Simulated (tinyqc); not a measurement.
Dispersion against the sound-wave line: Born-von Karman spring model of a cubic crystal with one atom per cell. Computed by tinyqc, a small Python program. Command: `OMP_NUM_THREADS=1 python tinyqc.py 3006582 3006583 out.jsonl springs walk`. One thread of a shared host (Intel(R) Xeon(R) Processor @ 2.30GHz), about 0.2 s of CPU time with the checks.

First neighbours lie at a/2 (1,1,0) (12 of them), second at a (1,0,0) (6), with all permutations and signs; the volume per atom is Omega = a^3/4. Two shells of springs match a real metal only roughly, above all at the zone boundary.

Inputs (values chosen for the exercise, modelled on copper):
```
quantity                value           unit
atomic mass M           63.55              u
radial spring k1L        1.77  eV/angstrom^2
transverse spring k1T  -0.078  eV/angstrom^2
radial spring k2L        0.02  eV/angstrom^2
transverse spring k2T  -0.011  eV/angstrom^2
```

Lattice: fcc.

Constants: nu for 1 eV/(angstrom^2 u) = 15.6333042 THz.

Method:
- A neighbour at R with unit vector n couples by the matrix K(R) = kL n n^T + kT (1 - n n^T), and D(q) = (1/M) sum_R K(R) [1 - cos(q.R)].
- An eigenvalue lambda of D in eV/(angstrom^2 u) gives nu = 15.6333042 THz x sqrt(lambda).
- The last column divides the top branch by the straight line with its slope at G. End points in 2 pi/a: X = (1, 0, 0), L = (0.5, 0.5, 0.5).

Frequencies (THz) along two lines:
```
line  fraction of the way    nu 1    nu 2    nu 3  nu 3 / linear
G-X                  0.10  0.7497  0.7497  1.1416        0.99561
G-X                  0.25  1.8373  1.8373  2.7888        0.97285
G-X                  0.40  2.8303  2.8303  4.2736        0.93175
G-X                  0.55  3.6739  3.6739  5.5136        0.87427
G-X                  0.70  4.3183  4.3183  6.4443        0.80287
G-X                  0.85  4.7229  4.7229  7.0202        0.72028
G-X                  1.00  4.8609  4.8609  7.2150        0.62923
G-L                  0.10  0.5089  0.5089  1.1413        0.99589
G-L                  0.25  1.2450  1.2450  2.7919        0.97450
G-L                  0.40  1.9122  1.9122  4.2882        0.93549
G-L                  0.55  2.4738  2.4738  5.5476        0.88016
G-L                  0.70  2.8987  2.8987  6.5004        0.81033
G-L                  0.85  3.1634  3.1634  7.0940        0.72827
G-L                  1.00  3.2532  3.2532  7.2956        0.63662
```

Along G-X the top branch ends at 63 % of its linear extrapolation, near the 2/pi = 64 % of a chain with one spring. Along G-L the top branch ends at 64 % of its linear extrapolation, which is the 2/pi of a pure sine: planes normal to this line couple to their next planes alone. A Debye model keeps the straight line throughout.
